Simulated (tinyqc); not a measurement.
Inside a calculation. Model: resonant-tunnelling diode, transfer matrices and Tsu-Esaki current.

Computed by the program tinyqc: `OMP_NUM_THREADS=1 python tinyqc.py 2600012 2600013 out.jsonl`, one thread of a shared Intel Xeon 2.30GHz, about 0.1 s for the whole run. Printed values are rounded.

Emitter (band edge 0), barrier d1, well Lw, barrier d2, collector (edge -V). The bias drops linearly over these layers and none in the contacts; each layer is cut into ns equal slices, flat at the value of their centres. E is the energy of motion across the layers, C = hbar^2/(2 m0), psi and psi'/m are continuous. Transport is coherent, T(E) is taken as independent of the transverse momentum, and charge in the well is ignored.

Parameters, values chosen for the exercise; masses and offsets of a made-up heterostructure:
```
symbol    value  unit                                               meaning
T           300     K                                           temperature
mw        0.058    m0                 mass in the well, spacer and contacts
U1         0.27    eV                                        barrier height
m1         0.13    m0                                          barrier mass
d1          2.7    nm                                       emitter barrier
Lw          7.3    nm                                            well width
d2          2.7    nm                                     collector barrier
ns            1                                        slices in each layer
Ef        0.039    eV  Fermi energy of both contacts above their band edges
V          0.03     V                                 bias of the collector
E       0.03106    eV                                          trial energy
```

Constants: q = 1.602176634e-19 C, kB = 1.380649e-23 J/K, hbar = 1.054571817e-34 J s, m0 = 9.1093837015e-31 kg, Vt = kB T/q, hbar^2/(2 m0) = 0.0380998212 eV nm^2. Results are converted to the units shown.

## Slices under bias

U = edge of the layer - V x/Lt at the centre x of each slice, Lt the summed thickness.

```
slice,U (eV),m (m0),width (nm)
0,0.266811,0.13,2.7
1,-0.015000,0.058,7.3
2,0.243189,0.13,2.7
```

## Running product of the slice matrices at the trial energy

For the pair (psi, psi'/m) a flat layer has M = [[cos kd, (m/k) sin kd], [-(k/m) sin kd, cos kd]] with k = sqrt(m (E - U)/C) above its edge U, and M = [[cosh Kd, (m/K) sinh Kd], [(K/m) sinh Kd, cosh Kd]] with K = sqrt(m (U - E)/C) below it. Later slices stand to the left. With M acting on (psi, psi'/m) and v = k/m in each lead, T(E) = 4 vL vR/[(vL vR M12 - M21)^2 + (vR M11 + vL M22)^2]. vL = sqrt(mw E/C)/mw, vR = sqrt(mw (E + V)/C)/mw.

Product after each layer:
```
,M11,M12 (nm),M21 (1/nm),M22
barrier d1,5.67627,0.809885,38.5488,5.67627
well,5.88419,0.875634,-37.8934,-5.46902
barrier d2,1.05412,0.284688,-0.783864,0.736957
```

T(E) = 0.717652

## Transmission at three energies near the peak

three energies (eV): [0.030886, 0.031406, 0.031926]

The same product at each energy.

T(E) at these energies: [0.500296, 0.933346, 0.373873]

## Breit-Wigner parameters from a parabola through 1/T(E)

Near a resonance 1/T(E) = (1/Tp) [1 + (2 (E - Er)/G)^2]. With y = 1/T(E) at E0 - h, E0, E0 + h: a = (y1 + y3 - 2 y2)/(2 h^2), b = (y3 - y1)/(2 h), Er = E0 - b/(2 a), 1/Tp = y2 - b^2/(4 a), G = 2 sqrt(1/(Tp a)), tau = hbar/G.

Er = 0.0313366 eV
Tp = 0.953425
G = 0.946859 meV
tau = 695.153 fs

The true maximum of T(E) lies at 0.031330 eV with height 0.9579 and full width 0.9392 meV; the fitted G is 0.81 % above that width.

## Current from the resonance alone

J = J0 times the integral over E > 0 of T(E) N(E), N = ln[(1 + exp((Ef - E)/Vt))/(1 + exp((Ef - V - E)/Vt))], J0 = q^2 mw m0 kB T/(2 pi^2 hbar^3) (times 1e-4 for A/cm^2 per eV). For a sharp resonance J = J0 (pi G/2) Tp N(Er), with Er the peak energy, Tp the peak transmission and G the full width at half maximum (in eV). The three values given are estimates from a parabola through three points of 1/T(E).

J0 = 2.42652e7 A/(cm^2 eV)
N(Er) = 0.500620
J = 17.2260 kA/cm^2

The full integral over T(E) gives 18.16 kA/cm^2; the value above is 5.1 % below it. With the exact position, height and width of the peak (Er = 0.031330 eV, Tp = 0.9579, G = 0.9392 meV) the formula is 5.4 % below it.
